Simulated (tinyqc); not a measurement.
# Ferroelectric with a first-order transition, Landau-Devonshire energy: polarisation and permittivity against temperature

One domain with free energy u = al P^2 + be P^4 + ga P^6 - E P, al = a0 (T - T0), be < 0 < ga (P in uC/cm^2, E in kV/cm, u in mJ/cm^3). Equilibrium: E = 2 al P + 4 be P^3 + 6 ga P^5; a state is stable against small changes where dE/dP > 0. The coercive field is that of uniform switching, which real films, switching by domains, do not reach.

Ps^2 = [-be + sqrt(be^2 - 3 al ga)]/(3 ga); Pc^2 = [-3 be + sqrt(9 be^2 - 15 al ga)]/(15 ga), Ec = -E(Pc); susceptibility chi = 1/(eps0 dE/dP). TC = T0 + be^2/(4 a0 ga), where u(Ps) = u(0); T1 = T0 + be^2/(3 a0 ga), where the polar minimum disappears. For the non-polar state chi0 = 1/(2 eps0 al).

Values chosen for this exercise:
```
symbol,value,unit,meaning
a0,0.012,kV cm/(uC K),slope of the quadratic coefficient
T0,450,K,Curie-Weiss temperature
be,-0.0022,kV cm^5/uC^3,quartic coefficient
ga,2.7e-6,kV cm^9/uC^5,sixth-order coefficient
```

Constants: eps0 = 8.8541878128e-14 F/cm where lengths are in cm. Results are converted to the units shown.

Polarisation and permittivity against temperature:
```
T (K)  Ps (uC/cm^2)  u(Ps) (mJ/cm^3)  Ec (kV/cm)  chi at Ps      chi0
250           29.66            -1976       116.3      325.6  unstable
330           27.81            -1181       76.23      449.5  unstable
390           25.98           -658.0       47.67      640.3  unstable
425           24.59           -388.9       31.72      866.2  unstable
442           23.75           -269.6       24.20       1056  unstable
460           22.68           -152.9       16.41       1395     47060
474.9         21.53           -65.29       10.12       1957     18900
484.9         20.50           -12.15       5.994       2793     13480
494.8         18.91            34.38       1.987       5666     10500
498.8         17.61            50.55      0.3937    1.465e4      9643
```

Ps falls from 29.7 to 17.6 uC/cm^2 without reaching zero, Ec falls from 116 to 0.394 kV/cm and chi rises from 326 to 14700. u(Ps) turns positive at TC = 487.3 K: the 2 row(s) above it are metastable, up to T1 = 499.8 K. Between T0 = 450 K and TC the non-polar state is the metastable one.

Numbers from tinyqc (`OMP_NUM_THREADS=1 python tinyqc.py 2860071 2860072 out.jsonl`; about 0.01 s on one thread of a shared Intel Xeon 2.30GHz).
